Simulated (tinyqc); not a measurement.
# Undoped symmetric double-gate MOSFET, analytic potential model, step by step

tinyqc, about 0.03 s, one thread, Intel Xeon 2.30GHz (shared host): `OMP_NUM_THREADS=1 python tinyqc.py 2440156 2440157 out.jsonl` Printed values are rounded.

An undoped body of thickness ts between two equal insulators and tied gates; long channel, electrons only, n = ni exp((psi - V)/Vt) with V the quasi-Fermi potential (0 at the source, Vd at the drain), constant mobility, no quantisation. Across the body psi(x) = V - 2 Vt ln[(ts/(2 beta)) sqrt(q ni/(2 eps0 eps_r Vt)) cos(2 beta x/ts)], x from the centre. Q is the electron charge per area of the whole body.

Values chosen for this exercise; material values close to those of silicon:
```
symbol    value        unit                                             meaning
T           325           K                                         temperature
Eg         1.13          eV                                            band gap
eps_r      11.9                      relative permittivity of the semiconductor
Nc      3.13e19       cm^-3              conduction-band density of states at T
Nv      3.01e19       cm^-3                 valence-band density of states at T
eox        7.79                     relative permittivity of the gate insulator
tox         4.2          nm                                 insulator thickness
ts           15          nm                                      body thickness
dphi      -0.11           V  gate work function less that of the intrinsic body
mu          690  cm^2/(V s)                                    channel mobility
L             2          um                                         gate length
Vg         0.23           V                                        gate voltage
Vd            1           V                                       drain voltage
```

Constants: q = 1.602176634e-19 C, kB = 1.380649e-23 J/K, Vt = kB T/q, eps0 = 8.8541878128e-14 F/cm where lengths are in cm. Results are converted to the units shown.

## Constants of the body

ni = sqrt(Nc Nv) exp(-Eg/(2 Vt)), Eg in volts; r = eps_r tox/(eox ts); V0 = dphi + 2 Vt ln[(2/ts) sqrt(2 eps0 eps_r Vt/(q ni))].

ni = 5.31612e10 cm^-3
r = 0.427728
V0 = 0.347248 V

## Iteration 1: beta at the source by Newton steps

beta at the start = 1.4

With V = 0: f = ln(beta) - ln(cos beta) + 2 r beta tan(beta) - (Vg - V0)/(2 Vt); f' = 1/beta + tan(beta) + 2 r [tan(beta) + beta/cos^2(beta)]; beta(new) = beta - f/f'.

f = 11.1456
f' = 52.9288
beta after iteration 1 = 1.18942

## Iteration 2: beta at the source by Newton steps

As before.

f = 5.79240
f' = 12.8127
beta after iteration 2 = 0.737339

## Course of the iteration: beta at the source by Newton steps

Stop when beta changes by less than 1e-11, or after 40 iterations. beta must stay between 0 and pi/2.

Course of the iteration:
```
iteration      beta  |change|
1           1.18942     0.211
2          0.737339     0.452
3          0.102349     0.635
4          0.119452    0.0171
5          0.120852   1.40e-3
6          0.120860   7.60e-6
7          0.120860  2.21e-10
8          0.120860   < 1e-13
```

Converged in 8 iterations. At the end the number of correct digits about doubles with each step.

## Charges and drain current

beta_s = 0.120860
beta_d = 2.17475e-9

beta (between 0 and pi/2) solves (Vg - V0 - V)/(2 Vt) = ln(beta) - ln(cos beta) + 2 r beta tan(beta). Q = 8 eps0 eps_r Vt beta tan(beta)/ts; I = mu (1/L)(4 eps0 eps_r/ts)(2 Vt)^2 [g(beta_s) - g(beta_d)] per width, g = beta tan(beta) - beta^2/2 + r beta^2 tan^2(beta), with beta_s at V = 0 and beta_d at V = Vd.

Qs = 2.31013 nC/cm^2
Qd = 7.44338e-16 nC/cm^2
g(beta_s) = 0.00746723
g(beta_d) = 2.36477e-18
I = 0.0227099 uA/um

The term r beta^2 tan^2(beta), which gives the square law, makes up 1.23 % of g at the source.

## Potential and electron density across the body at the source

x/ts, point 0 to 6: 0  0.1  0.2  0.3  0.4  0.45  0.5

psi(x) as above with V = 0 and beta = beta_s; n = ni exp(psi/Vt).

```
point   psi (V)   n (cm^-3)
0      0.338887  9.56560e15
1      0.338903  9.57119e15
2      0.338952  9.58799e15
3      0.339034  9.61608e15
4      0.339149  9.65558e15
5      0.339219  9.67967e15
6      0.339297  9.70670e15
```

The density at the surface is 1.01 times that at the centre (1/cos^2 beta).
